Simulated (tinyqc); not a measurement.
Worked calculation: vacuum evaporation: vapour pressure, source flux, thickness distribution, purity and step coverage. Computed by tinyqc, a small Python program that keeps every step. Command: `OMP_NUM_THREADS=1 python tinyqc.py 3110143 3110144 out.jsonl evap walk`. One thread of a shared host (Intel(R) Xeon(R) Processor @ 2.30GHz), about 0.01 s of CPU time with the checks. Intermediate numbers are printed to about 5 digits and carried at full precision; extremes and crossings named in words are read from the listed rows.

Molecular flow, unit sticking of the metal, no re-evaporation. The background gas is taken as water vapour (18.015 g/mol, collision diameter 0.37 nm) at 300 K.

Inputs (values chosen for the exercise, modelled on copper, with constants for the liquid): molar mass M = 63.55 g/mol; film density rho = 8.96 g/cm^3; vapour-pressure constant A = 10.86; vapour-pressure constant B = 16480 K; source temperature T = 1640 K; source area = 0.44 cm^2; directionality n = 1; source-to-wafer distance h = 41 cm; wafer radius R = 7.5 cm; source offset from the axis s/h = 0.2; background pressure p = 3e-05 Pa; sticking of background gas = 0.08; aspect ratio of a trench = 1.

Constants: u = 1.6605390666e-27 kg; k_B = 1.380649e-23 J/K; R = 8.314462618 J/(mol K).

## Vapour pressure and flux

log10(p_v/Pa) = A - B/T; flux from the surface Phi = p_v/sqrt(2 pi m k_B T), m = M u. Mass loss = Phi x area x m; heat of evaporation = ln(10) R B; d ln Phi/dT = ln(10) B/T^2 - 1/(2 T).

vapour pressure p_v = 6.4747 Pa

flux Phi = 5.2843e+18 1/(cm^2 s)

mass loss = 0.88329 g/h

heat of evaporation = 315.51 kJ/mol

change of flux per kelvin = 1.3804 %/K

Holding the rate to 1 % needs the temperature to about 0.72 K.

## Rate and uniformity on a fixed wafer above the source

A small source emits (n + 1) Phi area cos^n(phi)/(2 pi) per solid angle; on a parallel plane at height h and lateral distance l the arrival rate is (n + 1) Phi area/(2 pi h^2) x (1 + (l/h)^2)^(-(n + 3)/2). Growth rate = arrival rate x m/rho, m = M u. The wafer is fixed and centred above the source.

arrival rate at the centre = 4.4027e+14 1/(cm^2 s)

growth rate at the centre = 0.051853 nm/s

edge over centre = 0.93629

non-uniformity (max - min)/(max + min) = 3.2903 %

share of the material that lands on the wafer, 1 - (1 + (R/h)^2)^(-(n + 1)/2) = 3.2379 %

## Offset source and rotation

Rotating wafer, source offset by s and facing upwards: thickness at radius r is the mean over the angle a of (1 + (r^2 + s^2 - 2 r s cos a)/h^2)^(-(n + 3)/2), by 360 equal steps; non-uniformity (max - min)/(max + min) over 21 radii from 0 to R.

centre thickness relative to an axial source = 0.92456

edge over centre, rotating = 0.94521

non-uniformity, rotating = 2.8168 %

## Choosing the offset

The curvature at the centre vanishes at s/h = sqrt(2/(n + 3)).

Against the offset:
```
s/h  centre thickness  edge over centre  non-uniformity (%)
0.0            1.0000            0.9363              3.2903
0.2            0.9246            0.9452              2.8168
0.4            0.7432            0.9664              1.7075
0.5            0.6400            0.9782              1.1025
0.6            0.5407            0.9891              0.5460
0.7            0.4504            0.9986              0.0710
0.8            0.3718            1.0062              0.3101
0.9            0.3052            1.0121              0.5999
1.1            0.2047            1.0192              0.9502
```

The best row, s/h = 0.7, has 0.071 % against 3.3 % on the axis, at the price of a rate lower by a factor 2.22; the small-wafer optimum is sqrt(2/(n + 3)) = 0.71.

## Scattering and purity

Mean free path lambda = k_B T_g/(sqrt2 pi d^2 p); unscattered share exp(-h/lambda); gas arrival p/sqrt(2 pi m_g k_B T_g); impurity ratio = sticking x gas arrival/metal arrival; monolayer time = 1e15 cm^-2/(sticking x gas arrival).

mean free path = 226.99 m

unscattered share = 0.99820

gas arrival rate = 1.0752e+14 1/(cm^2 s)

impurity ratio = 0.019537

monolayer time = 116.26 s

## A trench at the wafer edge

Fixed wafer, axial point source, trench running tangentially at r = R: the beam arrives at tan(a) = R/h. Shadowed share of the floor = aspect ratio x tan(a) (at most 1); the wall facing the source grows at tan(a) times the field rate, the other wall not at all.

angle a = 10.366 degrees

shadowed share of the floor = 0.18293

wall over field thickness = 0.18293

Checks made by the program: share on the wafer by quadrature (relative difference 2e-09).
